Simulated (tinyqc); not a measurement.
# Energy and delay of logic against supply voltage, step by step

Numbers from tinyqc (`OMP_NUM_THREADS=1 python tinyqc.py 2082156 2082157 out.jsonl`; about 0.01 s on one thread of a shared Intel Xeon 2.30GHz). Printed values are rounded.

One expression serves below and above threshold: I(Vg) = Ik [ln(1 + exp((Vg - VT + dd V)/(al nf Vt)))]^al, with I_on = I(V) and I_off = I(0). Gate delay td = kd C V/I_on, clock period LD td. Per gate and cycle the switching energy is act C V^2 and the leakage energy I_off V LD td. No short-circuit current, no variation. Minima are sought above 0.09 V; below a few Vt gates no longer switch and the model has no meaning.

Inputs (values chosen for the exercise); values of the order met in logic technologies:
- T = 330 K (temperature)
- VT = 0.37 V (threshold voltage at zero drain bias)
- nf = 1.44 (slope factor)
- dd = 0.09 (barrier lowering per volt of supply)
- Ik = 1.9 uA (specific current of a gate)
- al = 1.43 (exponent of the current law)
- C = 1.6 fF (load capacitance of a gate)
- kd = 0.7 (delay factor)
- LD = 60 (logic depth)
- act = 0.05 (activity factor)
- V = 1 V (supply voltage)

Constants: q = 1.602176634e-19 C, kB = 1.380649e-23 J/K, Vt = kB T/q. Results are converted to the units shown.

## Currents, delay and energies

I_on, I_off, td, clock frequency 1/(LD td), both energies and their sum.

I_on = 68.72144 uA
I_off = 2.025785 nA
td = 16.29768 ps
clock frequency = 1.022640 GHz
switching energy = 80 aJ
leakage energy = 1.980936 aJ
energy = 81.98094 aJ

I_on/I_off = 33900; leakage makes up 2.42 % of the energy.

## Starting value

V = 0.36 V.

V at the start = 0.36 V

## Iteration 1: new V

Minimum-energy supply: E(V) is the energy per gate and cycle; with h = 0.001 V, E' = (E(V + h) - E(V - h))/(2 h), E'' = (E(V - h) - 2 E(V) + E(V + h))/h^2, V(new) = V - E'/E''.

E' = 31.73929 aJ/V
E'' = 590.5238 aJ/V^2
V after iteration 1 = 0.3062523 V

## Iteration 2: new V

As before.

E' = -14.07449 aJ/V
E'' = 1189.181 aJ/V^2
V after iteration 2 = 0.3180878 V

## Iteration 3: new V

As before.

E' = -1.043393 aJ/V
E'' = 1017.072 aJ/V^2
V after iteration 3 = 0.3191136 V

## Course of the iteration

Stop when the step is below 1e-9 V, or after 40 iterations.

Course of the iteration:
```
iteration  V before the step (V)  step (V)
1                           0.36   -0.0537
2                      0.3062523    0.0118
3                      0.3180878   1.03e-3
4                      0.3191136   7.02e-6
5                      0.3191207  2.25e-10
```

Converged in 5 iterations. There leakage makes up 33.8 % of the energy and the clock runs at 34.9 MHz.
